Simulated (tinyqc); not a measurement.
Growth of a silicide layer between metal and silicon: linear-parabolic kinetics, ramp anneals and Kissinger analysis: one step, computed by the program tinyqc.

One compound layer of thickness x grows by diffusion through itself and reaction at an interface, dx/dt = 1/(2x/K + 1/v), until the metal is used up at x = a h.

Problem. Geometry at full reaction. Silicon consumed b h, sheet resistance rho/(final thickness) with 1 micro-ohm cm/nm = 10 ohm; margin to the junction x_j - b h.

Inputs (values chosen for the exercise, modelled on TiSi2):

| quantity | value | unit |
|---|---|---|
| metal thickness h | 41 | nm |
| silicon consumed per metal thickness b | 2.27 | - |
| silicide resistivity | 64 | micro-ohm cm |
| junction depth x_j | 16 | nm |

final thickness = 102.91 nm

Give: silicon consumed; sheet resistance; margin to the junction.

Solution.

silicon consumed = 93.07 nm

sheet resistance = 6.219 ohm/square

margin to the junction = -77.07 nm

The silicide would punch through the junction.
